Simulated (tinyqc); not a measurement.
# Transfer-length model of a contact: what changes with what

A metal contact of length d and width W on a thin layer of the same width. The metal has no resistance, the sheet resistance under it equals Rsh, and current enters the layer at the front edge x = 0.

Parameters, values chosen for the exercise: sheet resistance of the semiconductor layer Rsh = 310 ohm/sq; specific contact resistivity rc = 4.8e-7 ohm cm^2; contact length d = 0.47 um; contact width W = 10 um.

Each table varies one quantity; the others keep the values above.

## Effect of the sheet resistance

Transfer length Lt = sqrt(rc/Rsh); front resistance Rc = (Rsh Lt/W) coth(d/Lt); end resistance Re = (Rsh Lt/W)/sinh(d/Lt).

Effect of the sheet resistance:

| Rsh (ohm/sq) | Lt (um) | d/Lt | Rc W (ohm um) | Re W (ohm um) |
|---|---|---|---|---|
| 8.4 | 2.390 | 0.1966 | 103.4 | 101.5 |
| 26 | 1.359 | 0.3459 | 106.2 | 100.1 |
| 82 | 0.7651 | 0.6143 | 114.7 | 95.98 |
| 260 | 0.4297 | 1.094 | 139.9 | 84.28 |
| 800 | 0.2449 | 1.919 | 204.6 | 58.80 |
| 2500 | 0.1386 | 3.392 | 347.2 | 23.34 |
| 7800 | 0.07845 | 5.991 | 611.9 | 3.060 |

Rc W rises from 103 to 612 ohm um while Re W falls from 101 to 3.06 ohm um; for Rsh going to zero both tend to rc/d = 102 ohm um. A larger Rsh shortens Lt and crowds the current to the front edge.

## Effect of the contact resistivity

Same model as above.

Effect of the contact resistivity:

| rc (ohm cm^2) | Lt (um) | d/Lt | Rc W (ohm um) |
|---|---|---|---|
| 7.8e-9 | 0.05016 | 9.370 | 15.55 |
| 1.9e-8 | 0.07829 | 6.003 | 24.27 |
| 4.6e-8 | 0.1218 | 3.858 | 37.80 |
| 1.1e-7 | 0.1884 | 2.495 | 59.20 |
| 2.7e-7 | 0.2951 | 1.593 | 99.38 |
| 6.6e-7 | 0.4614 | 1.019 | 185.9 |
| 1.6e-6 | 0.7184 | 0.6542 | 387.7 |
| 3.9e-6 | 1.122 | 0.4190 | 877.8 |
| 9.4e-6 | 1.741 | 0.2699 | 2048 |
| 2.3e-5 | 2.724 | 0.1725 | 4942 |

Rc W rises from 15.5 to 4940 ohm um, as rc^(0.50) between the first two rows (d/Lt = 9.4) and rc^(0.98) between the last two (d/Lt = 0.17); a long contact gives the power 1/2 and a short one 1.

Computed by the program tinyqc: `OMP_NUM_THREADS=1 python tinyqc.py 2760068 2760069 out.jsonl`, one thread of a shared Intel Xeon 2.30GHz, about 0.01 s for the whole run.
